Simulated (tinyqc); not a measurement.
Potential step from the flux.

Inverse problem. On one interval J = (q mu Vt/hx) [nb B(d) - na B(-d)], B(d) = d/(exp(d) - 1), d = (psi_b - psi_a)/Vt. Find psi_b - psi_a, and the step at which J would vanish.

Inputs (values chosen for the exercise):
```
symbol   value        unit                    meaning
T          293           K                temperature
mu        3970  cm^2/(V s)          electron mobility
na      3.9e15       cm^-3   density at the left node
nb        8e15       cm^-3  density at the right node
hx          19          nm               node spacing
```

Constants: q = 1.602176634e-19 C, kB = 1.380649e-23 J/K, Vt = kB T/q. Results are converted to the units shown.

J = 1.5693846e5 A/cm^2

Answer. B(d) falls and B(-d) rises with d, so J falls steadily with the step and one value matches. J = 0 needs nb/na = exp(d), the Boltzmann ratio.

psi_b - psi_a = -0.05500 V
step for J = 0 = 0.01814 V

tinyqc, about 0.01 s, one thread, Intel Xeon 2.30GHz (shared host): `OMP_NUM_THREADS=1 python tinyqc.py 2220025 2220026 out.jsonl`
